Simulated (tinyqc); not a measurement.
X-ray photoelectron analysis of a thin oxide on a semiconductor: attenuation lengths, thickness, angle series and band offsets: one step, computed by the program tinyqc. Command: `OMP_NUM_THREADS=1 python tinyqc.py 3113581 3113582 out.jsonl xps walk`. One thread of a shared host (Intel(R) Xeon(R) Processor @ 2.30GHz), about 0.01 s of CPU time with the checks.

The same element is seen in the oxide and in the substrate, at nearly the same kinetic energy; films are flat and uniform, and the work function is ignored.

Task: Band offsets by core levels. Valence band offset = (E_core - E_v)(substrate) - (E_core - E_v)(oxide) + (core level separation at the interface, oxide less substrate). The separation is made here from the given offset; a uniform field F that raises the binding energy towards the surface shifts the oxide peak by e F <z>, <z> = d/(1 - exp(-x)) - d/x, x = d/(L_o cos theta), being the mean distance from the interface. Conduction band offset = oxide gap - substrate gap - valence band offset.

Inputs (values chosen for the exercise, modelled on SiO2 on silicon):
```
quantity                                       value   unit
oxide gap                                          9     eV
substrate gap                                   1.12     eV
oxide thickness d                                2.3     nm
valence band offset used to make the data       4.36     eV
core level less valence band top, substrate    98.85     eV
core level less valence band top, thick oxide  98.43     eV
field in the oxide                               1.4  MV/cm
```

d/(L_o cos theta) = 0.7279751

Give: separation without field; <z>; separation with field; apparent valence band offset; true conduction band offset; apparent conduction band offset.

Result:

separation without field = 3.94 eV

<z> = 1.288 nm

separation with field = 4.120 eV

apparent valence band offset = 4.540 eV

true conduction band offset = 3.52 eV

apparent conduction band offset = 3.340 eV

The field biases both offsets by 0.18 eV, in opposite directions.
